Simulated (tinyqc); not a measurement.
# From counting error of x without background back to collected charge

Model: Rutherford backscattering from a thin compound film on silicon: kinematics, yields, composition and thickness. Computed by tinyqc, a small Python program. Command: `OMP_NUM_THREADS=1 python tinyqc.py 3023425 3023426 out.jsonl rbs inv`. One thread of a shared host (Intel(R) Xeon(R) Processor @ 2.30GHz), about 0.02 s of CPU time with the checks.

Singly charged helium ions (Z1 = 2, M1 = 4.0026 u) enter at the tilt angle a1 to the normal and leave at a2 = |180 - theta - tilt| in the same plane. The film is A B_x.

Inputs (values chosen for the exercise, modelled on a helium beam on TiN):
```
quantity,value,unit
beam energy E0,1.6,MeV
scattering angle theta,150,degrees
tilt of the sample,0,degrees
heavy element: Z_A,22,-
heavy element: mass M_A,47.9,u
heavy element: stopping eps_A at 2 MeV,77.1,1e-15 eV cm^2
light element: Z_B,7,-
light element: mass M_B,14,u
light element: stopping eps_B at 2 MeV,34.1,1e-15 eV cm^2
"atoms of B per atom of A, x",0.922,-
atomic density of the film,104,1/nm^3
film thickness d,45,nm
detector solid angle,2.8,msr
detector resolution (FWHM),16,keV
```

Constants: e^2/(4 pi eps_0) = 14.39964548 eV angstrom; e = 1.602176634e-19 C.

Method:
- Kinematic factor K = [(sqrt(M^2 - M1^2 sin^2 theta) + M1 cos theta)/(M + M1)]^2.
- Surface edges lie at K E0; substrate silicon has M = 28.09 u. Mass resolution at M_A = resolution/(E0 dK/dM).
- Stopping per atom eps(E) = eps(2 MeV) (E/2 MeV)^(-0.4) (a law chosen for the exercise); Bragg rule eps_film = (eps_A + x eps_B)/(1 + x); areal density N d, with 1/nm^2 = 0.1 x 1e15/cm^2.
- Width of the signal of element i: [K_i eps(E0)/cos a1 + eps(K_i E0)/cos a2] N d; depth resolution = resolution x d/width of A; energy lost on the way in = eps(E0) N d/cos a1.
- Rutherford cross section in the laboratory frame: sigma = (Z1 Z e^2/(4 pi eps_0 4E))^2 (4/sin^4 theta) (r + cos theta)^2/r, r = sqrt(1 - (M1 sin theta/M)^2), times the screening factor 1 - 0.049 Z1 Z^(4/3)/E (E in keV); 1 angstrom^2 = 1e8 barn.
- Counts = (charge/e) x solid angle x sigma(E_mean) x areal density of the element/cos a1, E_mean = E0 - half the energy lost on the way in; 1 barn = 1e-24 cm^2. The ratio of areas returns x = (Y_B/Y_A)(sigma_A/sigma_B), with the counting error sqrt(1/Y_A + 1/Y_B).

Question. A run gave the result below. Find the collected charge, known to lie between 26 and 42 microcoulomb.

counting error of x without background = 0.9817883 %

Answer.

Each step takes the trial c = (a f_b - b f_a)/(f_b - f_a), f being the result less the target and a, b, c the logarithms of the listed values; c replaces end b, the old b replaces a if the sign of f changed, and otherwise f_a is halved.

Scan of the range:
```
collected charge (microcoulomb),counting error of x without background (%)
26.0,1.03025
28.2,0.98925
30.5,0.95121
33.0,0.91447
35.8,0.87798
38.8,0.84336
42.0,0.81059
```

False position (Illinois rule, in the logarithm of the input) inside the bracket:
```
step,end a,end b,trial,counting error of x without background (%)
1,28.2000,30.5000,28.6369,0.981670
2,28.2000,28.6369,28.6234,0.981902
3,28.6369,28.6234,28.6300,0.981788
4,28.6234,28.6300,28.6300,0.981788
```

Counting error of x without background falls at every point of a 13-point scan of the range (every second point is shown), so one value fits; it is bracketed by 28.2 and 30.5. The scan shows a pure power law with exponent -0.5000, so scaling from any one row also gives the answer directly. Answer: collected charge = 28.63 microcoulomb.
